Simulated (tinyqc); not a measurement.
Worked calculation: Pariser-Parr-Pople SCF with singles CI, for the molecule NC1=CC=CC=C(O)C=C1 (SMILES; centres numbered as the heavy atoms are written). Computed by tinyqc, a small Python program that keeps every step. Settings: charge = 0, gamma = Ohno, start = core, damping = 0, iteration cap = 56, excitations kept = 4. Command: `OMP_NUM_THREADS=1 python tinyqc.py 29649 29650 out.jsonl` (the two numbers bound the seeds that draw the settings). One thread of a shared host (Intel(R) Xeon(R) Processor @ 2.60GHz), about 0.01 s of CPU time with the checks.

Centres (angstrom, eV; a flat drawing with bonds scaled to 1.40 angstrom):
```
centre          x          y  core charge z          W   gamma_rr
1N       2.983000  -0.989000              2  25.600000  16.800000
2C       1.690000  -0.453000              1  11.160000  11.130000
3C       1.690000   0.947000              1  11.160000  11.130000
4C       0.700000   1.937000              1  11.160000  11.130000
5C      -0.700000   1.937000              1  11.160000  11.130000
6C      -1.690000   0.947000              1  11.160000  11.130000
7C      -1.690000  -0.453000              1  11.160000  11.130000
8O      -2.983000  -0.989000              2  33.000000  21.500000
9C      -0.700000  -1.443000              1  11.160000  11.130000
10C      0.700000  -1.443000              1  11.160000  11.130000
```

Resonance integrals (eV):
```
i    j       beta
1    2  -2.370000
2    3  -2.520000
3    4  -2.520000
4    5  -2.520000
5    6  -2.520000
6    7  -2.520000
7    8  -2.370000
7    9  -2.520000
9   10  -2.520000
10   2  -2.520000
```

Stop when output and input P, before any damping, agree to 1e-7.

Course of the cycle:
```
iteration         E (eV)  largest |P(out) - P(in)|
1          -176.14748972                  1.12e+00
2          -181.17958000                  6.33e-01
3          -185.76633169                  1.94e-01
4          -186.74635279                  7.37e-02
5          -186.89884264                  4.10e-02
6          -186.94256431                  2.22e-02
7          -186.95585995                  1.19e-02
8          -186.96006560                  6.41e-03
9          -186.96145291                  3.42e-03
10         -186.96193834                  1.79e-03
11         -186.96212640                  1.10e-03
...                  ...                       ...
46         -186.96245453                  4.96e-05
47         -186.96245466                  4.58e-05
48         -186.96245478                  4.23e-05
49         -186.96245488                  3.90e-05
50         -186.96245496                  3.60e-05
51         -186.96245503                  3.32e-05
52         -186.96245509                  3.07e-05
53         -186.96245514                  2.83e-05
54         -186.96245519                  2.61e-05
55         -186.96245522                  2.41e-05
56         -186.96245526                  2.23e-05
```

Can the last value be used, and what does the course show?

Not by the stop rule, although the second column moves by less than 1e-07 over the last three steps. Not converged within 56 iterations: the residual falls steadily but slowly, by a factor of about 0.92 a step. Reruns (cap 100 unless said): damping 0.5: not converged; the original settings with a cap of 400: converged in 124 (E = -186.96246).
